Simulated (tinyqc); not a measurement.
## Rectangular fin or nanosheet with a gate all round, subbands and threshold shift from confinement: charge and subband filling against gate voltage

Undoped body with a flat potential across it, hard walls, transport along x. One isotropic valley (g = 1, mx = my = mz = me). Non-parabolicity enters the subband edges through E (1 + al E) = gamma, so E = 2 gamma/(1 + sqrt(1 + 4 al gamma)); motion within a subband is taken as parabolic with the band-edge mass. Energies are counted from the bulk band edge.

gamma = C pi^2 [a^2/(my (t + dl)^2) + b^2/(mz (H + dl)^2)], C = hbar^2/(2 m0). Each subband has N_k = g sqrt(2 mx m0 kB T/(pi hbar^2)). With degeneracy n = sum N_k F((EF - E_k)/Vt), F(x) = (1/sqrt(pi)) int_0^infinity u^(-1/2) du/(1 + exp(u - x)); gate: Vg = EF + q n/(Cg P), P = 2 (t + H), summed over the 60 lowest subbands at most, with Vg counted from the value that would put EF at the bulk band edge of an empty body. Cq = q dn/dEF.

Inputs (values chosen for the exercise); masses close to those of GaN:
```
symbol,value,unit,meaning
T,400,K,temperature
me,0.199,m0,mass at the band edge
al,0.18,1/eV,non-parabolicity
t,2.7,nm,width (along y)
dl,0,nm,widening of the box by penetration into the insulator
Cg,3.8,uF/cm^2,gate capacitance per area of interface
H,10.8,nm,height (along z)
```

Constants: q = 1.602176634e-19 C, kB = 1.380649e-23 J/K, hbar = 1.054571817e-34 J s, m0 = 9.1093837015e-31 kg, Vt = kB T/q, hbar^2/(2 m0) = 0.0380998212 eV nm^2. Results are converted to the units shown.

Charge and subband filling against gate voltage:
```
Vg (V)	EF - E_1 (eV)	n (cm^-1)	n/P (cm^-2)	share of the lowest subband (%)	Cq/(Cg P)	total C/(Cg P)
0.11	-0.1535	3.637e4	1.347e10	75.95	0.01637	0.01610
0.23	-0.04465	7.485e5	2.772e11	73.69	0.2964	0.2286
0.36	0.03542	3.946e6	1.462e12	63.05	0.9585	0.4894
0.48	0.09221	7.994e6	2.961e12	51.91	1.229	0.5513
0.61	0.1490	1.268e7	4.697e12	43.09	1.326	0.5702
0.73	0.2001	1.709e7	6.331e12	37.53	1.375	0.5790
0.86	0.2544	2.194e7	8.127e12	33.16	1.397	0.5828
0.98	0.3045	2.642e7	9.784e12	30.22	1.405	0.5841
1.11	0.3578	3.133e7	1.160e13	27.67	1.464	0.5942
```

What does the table show?

EF passes E_1 = 0.263 eV at Vg = 0.296 V. The share of the lowest subband falls from 75.9 to 27.7 % and the total capacitance rises from 0.0161 to 0.594 of Cg P. In the last row 41 % of an added gate voltage goes into raising EF (from the last two rows). For Vg = 0.86, 0.98, 1.11 the charge would bend the potential across the body noticeably, which is left out.

tinyqc, about 0.09 s, one thread, Intel Xeon 2.30GHz (shared host): `OMP_NUM_THREADS=1 python tinyqc.py 2350042 2350043 out.jsonl`
